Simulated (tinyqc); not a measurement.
Worked calculation: extended Hueckel theory, for H6. Computed by tinyqc, a small Python program that keeps every step (integrals from PySCF). Settings: charge = 0, K = 2.0, multiplicity = 1. Command: `OMP_NUM_THREADS=1 python tinyqc.py 26884 26885 out.jsonl` (the two numbers bound the seeds that draw the settings). One thread of a shared host (Intel(R) Xeon(R) Processor @ 2.60GHz), about 0.01 s of CPU time with the checks.

## Overlaps

Geometry (angstrom):
```
atom         x         y         z
H     0.000000  0.000000  0.000000
H     0.000000  0.000000  0.825000
H     0.000000  0.000000  2.000000
H     0.000000  0.000000  2.826000
H     0.000000  0.000000  4.001000
H     0.000000  0.000000  4.826000
```

Parameters chosen for this run:
```
element  shell  Slater exponent   H_ii (eV)
H           1s         1.300000  -13.600000
```

Slater orbitals, each expanded in six Gaussians scaled to its exponent.

overlap S, order 1H 1s, 2H 1s, 3H 1s, 4H 1s, 5H 1s, 6H 1s:
```
[[1.000000, 0.579236, 0.102569, 0.023196, 0.002194, 0.000345],
 [0.579236, 1.000000, 0.371631, 0.102394, 0.011856, 0.002194],
 [0.102569, 0.371631, 1.000000, 0.578574, 0.102394, 0.023196],
 [0.023196, 0.102394, 0.578574, 1.000000, 0.371631, 0.102569],
 [0.002194, 0.011856, 0.102394, 0.371631, 1.000000, 0.579236],
 [0.000345, 0.002194, 0.023196, 0.102569, 0.579236, 1.000000]]
```

## Wolfsberg-Helmholz matrix

diagonal H_ii (eV): [-13.600000, -13.600000, -13.600000, -13.600000, -13.600000, -13.600000]

K = 2.000000

H_ij = K' S_ij (H_ii + H_jj)/2 for i != j (the diagonal keeps H_ii), with K' = 2.

H (eV), order 1H 1s, 2H 1s, 3H 1s, 4H 1s, 5H 1s, 6H 1s:
```
[[-13.600000, -15.755212, -2.789868, -0.630923, -0.059673, -0.009376],
 [-15.755212, -13.600000, -10.108352, -2.785115, -0.322494, -0.059673],
 [-2.789868, -10.108352, -13.600000, -15.737213, -2.785115, -0.630923],
 [-0.630923, -2.785115, -15.737213, -13.600000, -10.108352, -2.789868],
 [-0.059673, -0.322494, -2.785115, -10.108352, -13.600000, -15.755212],
 [-0.009376, -0.059673, -0.630923, -2.789868, -15.755212, -13.600000]]
```

## Orbitals

valence electrons = 6

Solve H C = S C e through S^(-1/2); fill by pairs from the bottom, a degenerate level sharing its electrons equally; each orbital has its largest coefficient positive (the first on a tie).

orbital energies (eV): [-20.491329, -18.815060, -15.819758, -1.453775, 9.706952, 25.302265]

occupations: [2.000000, 2.000000, 2.000000, 0.000000, 0.000000, 0.000000]

coefficients, order 1H 1s, 2H 1s, 3H 1s, 4H 1s, 5H 1s, 6H 1s:
```
[[0.203097, 0.377315, -0.423573, 0.625272, -0.740336, 0.491466],
 [0.281948, 0.391403, -0.234613, -0.426765, 0.860834, -0.774333],
 [0.354823, 0.112724, 0.428875, -0.611113, -0.260271, 1.043600],
 [0.354823, -0.112724, 0.428875, 0.611113, -0.260271, -1.043600],
 [0.281948, -0.391403, -0.234613, 0.426765, 0.860834, 0.774333],
 [0.203097, -0.377315, -0.423573, -0.625272, -0.740336, -0.491466]]
```

sum of one-electron energies = -110.252295 eV

## Mulliken analysis

P = C n C^T; charge = valence electrons (H 1) minus the sum of (P S)_ii on the atom; overlap population = 2 sum P_ij S_ij between two atoms.

charges: [-0.057883, 0.049179, 0.008705, 0.008705, 0.049179, -0.057883]

Overlap populations:
```
pair      value
2-1    0.705093
3-1   -0.027515
3-2    0.064727
4-1   -0.014115
4-2   -0.018307
4-3    0.687639
5-1    0.000079
5-2   -0.000885
5-3   -0.018307
5-4    0.064727
6-1    0.000108
6-2    0.000079
6-3   -0.014115
6-4   -0.027515
6-5    0.705093
```
